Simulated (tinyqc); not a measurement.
Charge control and current of a heterostructure field-effect transistor: one step, computed by the program tinyqc. Command: `OMP_NUM_THREADS=1 python tinyqc.py 3013974 3013975 out.jsonl hemt walk`. One thread of a shared host (Intel(R) Xeon(R) Processor @ 2.30GHz), about 0.01 s of CPU time with the checks.

Two subbands in a triangular well; E_F is counted from the conduction band edge of the channel at the interface.

Task: Levels and gate capacitance. Charge control: n_s = C_b (V_G - V_T - E_F/e)/e. Well: mean field F = e n_s/(2 eps eps_0), E_i = (hbar^2/2m)^(1/3) [(3 pi e F/2)(i + 3/4)]^(2/3), i = 0, 1; n_s = D k_B T sum_i ln(1 + exp((E_F - E_i)/k_B T)), D = m/(pi hbar^2), which is solved in closed form for E_F. C_g = e dn_s/dV_G = 1/(1/C_b + 1/C_q), 1/C_q = d(E_F/e)/d(e n_s) by a central difference of +/- 0.1 % in n_s; added distance dd = eps eps_0/C_q.

Inputs (values chosen for the exercise, modelled on AlGaN/GaN):
```
quantity,value,unit
channel mass m,0.2,m_0
permittivity eps (barrier and channel),9.22,-
conduction band offset dE_c,0.43,eV
temperature T,300,K
```

Charge source: polarisation. Velocity law: two-piece.

sheet density n_s = 1.088584e+13 1/cm^2

barrier capacitance C_b = 0.4535312 microfarad/cm^2

Constants: k_B = 8.617333262e-05 eV/K; e = 1.602176634e-19 C; eps_0 = 8.8541878128e-12 F/m; hbar = 1.054571817e-34 J s; m_0 = 9.1093837015e-31 kg; k_B = 1.380649e-23 J/K.

Give: E_0; E_1; E_F; share in the second subband; gate capacitance C_g; added distance dd.

Result:

E_0 = 300.6 meV

E_1 = 528.8 meV

E_F = 430.1 meV

share in the second subband = 0.4324 %

gate capacitance C_g = 0.4175 microfarad/cm^2

added distance dd = 1.554 nm

C_g is 92 % of C_b: the finite density of states and the rise of E_0 act as 1.6 nm of extra barrier. Caution: E_F lies above the conduction band minimum of the barrier, so electrons would spill into the barrier.
